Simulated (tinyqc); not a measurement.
Inside a calculation: Brillouin zone and empty-lattice bands of the diamond structure. Values are carried at full precision from step to step, so a last printed digit may differ when a step is redone from the rounded ones.

Primitive vectors a1 = a (0,1/2,1/2), a2 = a (1/2,0,1/2), a3 = a (1/2,1/2,0); atoms at 0 and (a1 + a2 + a3)/4. Reciprocal vectors obey a_i.b_j = 2 pi delta_ij; k is given in units of 2 pi/a. Empty-lattice levels are c0 (2 pi/a)^2 |k + G|^2, c0 = hbar^2/2m0. Points: X = (1, 0, 0), L = (0.5, 0.5, 0.5), K = (0.75, 0.75, 0), W = (1, 0.5, 0), U = (1, 0.25, 0.25).

Constants: hbar^2/2m0 = 3.80998211 eV angstrom^2; a0 (Bohr radius) = 0.5291772105 angstrom.

Inputs chosen for the exercise (out of a larger set: lattice near that of Si; not measured data): a = 5.485 angstrom (lattice constant); Z = 4 (free electrons per atom); V1 = -0.36 eV (atomic form factor on the shell that bounds the zone).

## Reciprocal lattice

Give b1, b2, b3, the cell volume, the zone volume (2 pi)^3/V and the energy unit c0 (2 pi/a)^2.

b1, b2, b3 as rows (2 pi/a):
```
         1        2        3
1  -1.0000   1.0000   1.0000
2   1.0000  -1.0000   1.0000
3   1.0000   1.0000  -1.0000
```

cell volume = 41.254 angstrom^3
zone volume = 6.0127 1/angstrom^3
energy unit = 4.9995 eV

## Shells of G and Bragg planes

List the first six shells of G with their number, the structure factor |sum over atoms of exp(i G.tau)|/(atoms per cell), and the distance |G|/2 of the Bragg plane from Gamma.

Shells:
```
|G|^2 ((2 pi/a)^2)  number  structure factor  |G|/2 (2 pi/a)
3.0000                   8            0.7071          0.8660
4.0000                   6            0.0000          1.0000
8.0000                  12            1.0000          1.4142
11.0000                 24            0.7071          1.6583
12.0000                  8            0.0000          1.7321
16.0000                  6            1.0000          2.0000
```

The structure factor vanishes at |G|^2 = 4.000 and 12.000: no first-order gap opens on those planes.

## The free-electron sphere

n = 2 Z/V, kF = (3 pi^2 n)^(1/3), EF = c0 kF^2, rs = (3/(4 pi n))^(1/3)/a0; compare kF with |k| of the points on the zone surface.

n = 0.19392 1/angstrom^3
kF = 1.5632 2 pi/a
EF = 12.217 eV
rs = 2.025

Points:
```
point  |k| (2 pi/a)  kF/|k|  lowest level (eV)  levels below EF
X            1.0000   1.563              5.000                6
L            0.8660   1.805              3.750                2
K            1.0607   1.474              5.624                5
W            1.1180   1.398              6.249                4
U            1.0607   1.474              5.624                5
```

The sphere encloses the whole first zone, so band 1 is full and the Fermi surface lies in higher bands. In the real crystal large gaps on the faces of the Jones zone remove the Fermi surface.

## Empty-lattice levels at Gamma, K and W

Give the five lowest values of |k + G|^2 with their degeneracy (spin not counted).

Levels:
```
point  |k + G|^2  degeneracy  E (eV)
Gamma     0.0000           1   0.000
Gamma     3.0000           8  14.999
Gamma     4.0000           6  19.998
Gamma     8.0000          12  39.996
Gamma    11.0000          24  54.995
K         1.1250           3   5.624
K         2.1250           2  10.624
K         3.1250           1  15.624
K         4.1250           4  20.623
K         5.1250           2  25.623
W         1.2500           4   6.249
W         3.2500           4  16.248
W         5.2500           8  26.248
W         7.2500          12  36.247
W         9.2500           4  46.246
```

The lowest level is 3-fold at K and 4-fold at W: as many zones meet there, and these are the lowest sets at these points on which a weak potential acts. In the diamond structure the levels at X and W stay paired: the structure factor of (200) vanishes and the glide symmetry keeps the pairing.

## The gap at L

At L two waves k and k - G with G = 2k are degenerate at E0. With V = |V1| x structure factor of G the levels are E0 -/+ V, and the masses normal to the face are 1/(1 -/+ 2 E0/V).

structure factor = 0.7071
E0 = 3.750 eV

levels (eV): 3.495  4.004

masses normal to the face, lower and upper (m0): -0.0351  0.0328

EF of the free sphere, 12.22 eV, lies above the gap: the upper band holds electrons here (EF = c0 (3 pi^2 n)^(2/3) for 8 electrons a cell; its shift by the potential is neglected). In a diamond crystal this gap parts the first two valence bands; it is not the semiconductor gap.

## Checks

- a_i.b_j/(2 pi) against the unit matrix: they agree to 1e-10 or better.

Run: tinyqc, `OMP_NUM_THREADS=1 python tinyqc.py 1881026 1881027 out.jsonl`; Intel(R) Xeon(R) Processor @ 2.30GHz, one thread, shared host; about 0.01 s of CPU time with all checks.
